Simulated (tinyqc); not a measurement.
Raman shift of the zone-centre optical phonon of a diamond-structure crystal under stress: one step, computed by the program tinyqc.

Axes x, y, z are the cube axes. Strain shifts the threefold optical mode and can split it; p, q and r are the phonon deformation potentials.

Question. Stress and strain tensors. Uniaxial stress along the unit vector n of the axis: sigma_ij = sigma n_i n_j. eps_xx = S11 sigma_xx + S12 (sigma_yy + sigma_zz), and cyclic; eps_xy = S44 sigma_xy/2 (tensor strain).

Inputs (values chosen for the exercise, modelled on germanium): stress sigma (tension positive) = 0.37 GPa.

Stress state: uniaxial. Axis: [110].

S44 = 15.02178 1/TPa

S11 = 9.754871 1/TPa

S12 = -2.661320 1/TPa

Give: stress; strain; volume strain.

Answer.

stress (GPa), rows x, y, z:
$$\begin{pmatrix}
0.185 & 0.185 & 0.000 \\
0.185 & 0.185 & 0.000 \\
0.000 & 0.000 & 0.000
\end{pmatrix}$$

strain (per mille), rows x, y, z:
$$\begin{pmatrix}
1.3123 & 1.3895 & 0.0000 \\
1.3895 & 1.3123 & 0.0000 \\
0.0000 & 0.0000 & -0.9847
\end{pmatrix}$$

volume strain = 1.6399 per mille
